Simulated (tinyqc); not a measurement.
From results back to parameters: Koster-Slater impurity in an sp3s* host.

Problem. In the Koster-Slater model a defect shifts the s level of its site by Vs and the p levels by Vp; an A1 level solves 1/Vs = G_s(E) and a T2 level 1/Vp = G_p(E), E from the top of the valence band. A defect has an A1 level at E = 1.0072 eV, one of the energies of the table, and a T2 level at 0.1439 eV.

G(E) of the host (1/eV):

| E (eV) | G_s | G_p |
|---|---|---|
| 0.0000 | -0.0721829 | 0.1011549 |
| 0.1439 | -0.0848581 | 0.0639218 |
| 0.2878 | -0.0993648 | 0.0365984 |
| 0.4316 | -0.1163928 | 0.0122504 |
| 0.5755 | -0.1370024 | -0.0117291 |
| 0.7194 | -0.1629856 | -0.0374203 |
| 0.8633 | -0.1977921 | -0.0677545 |
| 1.0072 | -0.2497634 | -0.1093687 |
| 1.1511 | -0.3569601 | -0.1959332 |

Find: Vs, Vp.

Solution. Read G_s and G_p at the two energies and invert them. Vs is attractive and pulls its level down from the conduction bands. Vp is repulsive and pushes its level up from the valence bands.

Vs, Vp (eV): -4.0  15.6

Computed by tinyqc, a small Python program: `OMP_NUM_THREADS=1 python tinyqc.py 1452319 1452320 out.jsonl` (the numbers bound the seed that draws the inputs); one thread of a shared host (Intel(R) Xeon(R) Processor @ 2.30GHz), about 0.1 s for the whole set of steps.
